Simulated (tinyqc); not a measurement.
Worked calculation: electrons shared among three sets of ellipsoidal valleys. Values are carried at full precision from step to step, so a last printed digit may differ when a step is redone from the rounded ones.

Constants: hbar^2/2m0 = 3.80998211 eV angstrom^2; kB = 8.617333262e-05 eV/K.

Inputs chosen for the exercise (masses and offsets near those of AlAs; mobilities are free inputs, held fixed; not measured data):
- ml = (0.93, 1.291, 0.152) m0 (longitudinal masses of X, L, Gamma)
- mt = (0.2129, 0.1568, 0.152) m0 (transverse masses)
- M = (3, 4, 1) (valleys in each set)
- T = 77 K
- dE = (0, 0.185, 0.888) eV (edges of X, L, Gamma above the first)
- n = 2e+18 1/cm^3 (total electron density)
- mu = (350, 460, 1500) cm^2/(V s) (mobility of each set)

## Masses of each set

One valley: m_d = (ml mt^2)^(1/3). Whole set: m_de = M^(2/3) m_d. Mean over three axes: 1/m_c = (1/ml + 2/mt)/3. Anisotropy K = ml/mt.

m_d, m_de, m_c (m0) and K of each set:
```
set       m_d    m_de     m_c     K
X      0.3480  0.7239  0.2866  4.37
L      0.3166  0.7978  0.2217  8.23
Gamma  0.1520  0.1520  0.1520  1.00
```

m_de/m_c is 2.53 for X, 3.60 for L, 1.00 for Gamma: many anisotropic valleys give many states at a light conductivity mass. m_c is the mean over three axes; a set that holds only some of the equivalent valleys conducts with a mass that depends on direction.

## Effective densities of states

N_i = M_i times N = 2 (m kB T/(4 pi c))^(3/2) with c = hbar^2/2m0, in 1/angstrom^3; times 1e24 for 1/cm^3, with m = (ml mt^2)^(1/3).

kT = 0.006635 eV

N_i (1/cm^3): X 2.0099e+18, L 2.3254e+18, Gamma 1.9337e+17

## Fermi level and populations

F_j(eta) = (1/Gamma(j + 1)) integral_0^infinity x^j dx/(1 + exp(x - eta)), which tends to exp(eta) for eta << 0.

Solve n = sum_i N_i F_1/2((EF - dE_i)/kT), energies from the edge of the first set.

EF = 0.0023 eV

eta_i: X 0.34, L -27.54, Gamma -133.49

n_i (1/cm^3): X 2.00e+18, L 2.55e+06, Gamma 2.06e-41

shares: X 1.0000, L 0.0000, Gamma 0.0000

X holds most electrons (100.0 %). Boltzmann weights N_i exp(-dE_i/kT) would give L a share of 0.0000.

## Drift and Hall mobility of the mixture

With f_i the shares, mu_drift = sum f_i mu_i; low-field Hall mobility mu_H = sum f_i mu_i^2/mu_drift (scattering and anisotropy factors set to 1); the Hall density is n mu_drift/mu_H; rho = 1/(e n mu_drift), e = 1.602176634e-19 C.

mu_drift = 350 cm^2/(V s)
mu_H = 350 cm^2/(V s)
Hall density = 2.00e+18 1/cm^3
rho = 0.00892 ohm cm

A Hall measurement would read 100.0 % of the true density. The mobilities are of the size met in pure crystals; at this density impurities would cut them and raise rho, by a factor of two to ten or more depending on crystal and density.

## Checks

- Share of L at n = 1e10 1/cm^3 against the Boltzmann weight: both 9.011e-13.

Run: tinyqc, `OMP_NUM_THREADS=1 python tinyqc.py 1651490 1651491 out.jsonl`; Intel(R) Xeon(R) Processor @ 2.30GHz, one thread, shared host; about 0.01 s of CPU time with all checks.
